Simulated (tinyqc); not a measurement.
Inside a calculation. Method: Hueckel theory of the pi electrons, for the molecule O=Cc1ccc2ccccc2c1C=O (SMILES; centres numbered as the heavy atoms are written). One step of it, computed by the program tinyqc.

Task: Orbitals. Diagonalise; E = alpha + x beta with beta < 0, so the largest x are filled first; degenerate levels share their electrons. P = sum n_i c_ri c_si; each orbital has its largest coefficient positive (the first on a tie).

Hueckel matrix in units of beta (H = alpha + beta A):
```
           1O        2C        3C        4C        5C        6C        7C        8C
1O   0.870000  0.980000  0.000000  0.000000  0.000000  0.000000  0.000000  0.000000
2C   0.980000  0.000000  1.000000  0.000000  0.000000  0.000000  0.000000  0.000000
3C   0.000000  1.000000  0.000000  1.000000  0.000000  0.000000  0.000000  0.000000
4C   0.000000  0.000000  1.000000  0.000000  1.000000  0.000000  0.000000  0.000000
5C   0.000000  0.000000  0.000000  1.000000  0.000000  1.000000  0.000000  0.000000
6C   0.000000  0.000000  0.000000  0.000000  1.000000  0.000000  1.000000  0.000000
7C   0.000000  0.000000  0.000000  0.000000  0.000000  1.000000  0.000000  1.000000
8C   0.000000  0.000000  0.000000  0.000000  0.000000  0.000000  1.000000  0.000000
9C   0.000000  0.000000  0.000000  0.000000  0.000000  0.000000  0.000000  1.000000
10C  0.000000  0.000000  0.000000  0.000000  0.000000  0.000000  0.000000  0.000000
11C  0.000000  0.000000  0.000000  0.000000  0.000000  1.000000  0.000000  0.000000
12C  0.000000  0.000000  1.000000  0.000000  0.000000  0.000000  0.000000  0.000000
13C  0.000000  0.000000  0.000000  0.000000  0.000000  0.000000  0.000000  0.000000
14O  0.000000  0.000000  0.000000  0.000000  0.000000  0.000000  0.000000  0.000000

           9C       10C       11C       12C       13C       14O
1O   0.000000  0.000000  0.000000  0.000000  0.000000  0.000000
2C   0.000000  0.000000  0.000000  0.000000  0.000000  0.000000
3C   0.000000  0.000000  0.000000  1.000000  0.000000  0.000000
4C   0.000000  0.000000  0.000000  0.000000  0.000000  0.000000
5C   0.000000  0.000000  0.000000  0.000000  0.000000  0.000000
6C   0.000000  0.000000  1.000000  0.000000  0.000000  0.000000
7C   0.000000  0.000000  0.000000  0.000000  0.000000  0.000000
8C   1.000000  0.000000  0.000000  0.000000  0.000000  0.000000
9C   0.000000  1.000000  0.000000  0.000000  0.000000  0.000000
10C  1.000000  0.000000  1.000000  0.000000  0.000000  0.000000
11C  0.000000  1.000000  0.000000  1.000000  0.000000  0.000000
12C  0.000000  0.000000  1.000000  0.000000  1.000000  0.000000
13C  0.000000  0.000000  0.000000  1.000000  0.000000  0.980000
14O  0.000000  0.000000  0.000000  0.000000  0.980000  0.870000
```

pi electrons, sum of z_r less the charge = 14

Give: x values; occupations; coefficients; charge and bond-order matrix P.

Result:

x values: 2.427  1.928  1.692  1.440  1.200  0.979  0.661  -0.131  -0.652  -0.897  -1.218  -1.450  -1.837  -2.403

occupations: 2.000  2.000  2.000  2.000  2.000  2.000  2.000  0.000  0.000  0.000  0.000  0.000  0.000  0.000

coefficients:
```
       MO1     MO2     MO3     MO4     MO5     MO6     MO7     MO8
1O   0.122   0.336  -0.369   0.443   0.225   0.423  -0.171   0.367
2C   0.194   0.363  -0.310   0.258   0.076   0.047   0.037  -0.375
3C   0.351   0.370  -0.162  -0.063  -0.129  -0.369   0.192  -0.311
4C   0.249   0.151  -0.213  -0.339   0.052  -0.394  -0.278   0.094
5C   0.252  -0.078  -0.199  -0.425   0.192  -0.017  -0.376   0.298
6C   0.364  -0.302  -0.123  -0.274   0.178   0.378   0.030  -0.133
7C   0.214  -0.323  -0.118   0.022   0.397   0.033   0.414  -0.162
8C   0.155  -0.320  -0.076   0.305   0.298  -0.345   0.244   0.154
9C   0.162  -0.294  -0.011   0.418  -0.039  -0.371  -0.253   0.142
10C  0.239  -0.247   0.058   0.296  -0.345  -0.018  -0.411  -0.173
11C  0.417  -0.182   0.108   0.009  -0.375   0.354  -0.018  -0.119
12C  0.410   0.199   0.249  -0.010  -0.283  -0.014   0.369   0.322
13C  0.226   0.195   0.474   0.040   0.165   0.002   0.070   0.388
14O  0.142   0.181   0.566   0.068   0.491   0.016  -0.329  -0.380

        MO9    MO10    MO11    MO12    MO13    MO14
1O   -0.303  -0.020   0.195   0.029   0.110   0.048
2C    0.470   0.036  -0.415  -0.069  -0.305  -0.161
3C   -0.010  -0.013   0.315   0.072   0.451   0.339
4C   -0.458   0.138  -0.116  -0.383  -0.241  -0.252
5C    0.309  -0.111  -0.174   0.483  -0.009   0.267
6C    0.257  -0.038   0.327  -0.318   0.257  -0.389
7C   -0.235   0.447   0.075   0.218  -0.342   0.233
8C   -0.103  -0.363  -0.418   0.002   0.370  -0.171
9C    0.302  -0.122   0.434  -0.221  -0.338   0.177
10C  -0.094   0.472  -0.111   0.318   0.250  -0.255
11C  -0.241  -0.302  -0.299  -0.240  -0.122   0.435
12C  -0.005  -0.163   0.148   0.348  -0.283  -0.402
13C   0.255   0.461  -0.196  -0.336   0.191   0.190
14O  -0.164  -0.256   0.092   0.142  -0.069  -0.057
```

charge and bond-order matrix P:
```
         1O      2C      3C      4C      5C      6C      7C      8C
1O    1.440   0.810  -0.038  -0.196  -0.021   0.123   0.006  -0.093
2C    0.810   0.682   0.433   0.114  -0.055  -0.079   0.026   0.063
3C   -0.038   0.433   0.961   0.569   0.056  -0.207  -0.022   0.129
4C   -0.196   0.114   0.569   0.961   0.717   0.031  -0.172  -0.027
5C   -0.021  -0.055   0.056   0.717   0.937   0.545   0.026  -0.158
6C    0.123  -0.079  -0.207   0.031   0.545   0.978   0.559   0.018
7C    0.006   0.026  -0.022  -0.172   0.026   0.559   0.989   0.720
8C   -0.093   0.063   0.129  -0.027  -0.158   0.018   0.720   0.986
9C   -0.025   0.012   0.034   0.143  -0.035  -0.240   0.015   0.605
10C   0.083  -0.053  -0.126   0.026   0.061  -0.014  -0.355   0.010
11C   0.045  -0.057  -0.049  -0.207   0.046   0.514  -0.019  -0.242
12C  -0.223   0.128   0.581  -0.059  -0.300   0.033   0.068  -0.024
13C  -0.077  -0.013   0.128  -0.081  -0.128  -0.028   0.050   0.029
14O   0.146  -0.077  -0.223   0.060   0.195  -0.015  -0.068   0.006

         9C     10C     11C     12C     13C     14O
1O   -0.025   0.083   0.045  -0.223  -0.077   0.146
2C    0.012  -0.053  -0.057   0.128  -0.013  -0.077
3C    0.034  -0.126  -0.049   0.581   0.128  -0.223
4C    0.143   0.026  -0.207  -0.059  -0.081   0.060
5C   -0.035   0.061   0.046  -0.300  -0.128   0.195
6C   -0.240  -0.014   0.514   0.033  -0.028  -0.015
7C    0.015  -0.355  -0.019   0.068   0.050  -0.068
8C    0.605   0.010  -0.242  -0.024   0.029   0.006
9C    0.981   0.717   0.023  -0.152  -0.068   0.101
10C   0.717   0.995   0.568   0.013  -0.082   0.015
11C   0.023   0.568   0.970   0.512   0.096  -0.168
12C  -0.152   0.013   0.512   0.971   0.457  -0.052
13C  -0.068  -0.082   0.096   0.457   0.697   0.793
14O   0.101   0.015  -0.168  -0.052   0.793   1.454
```
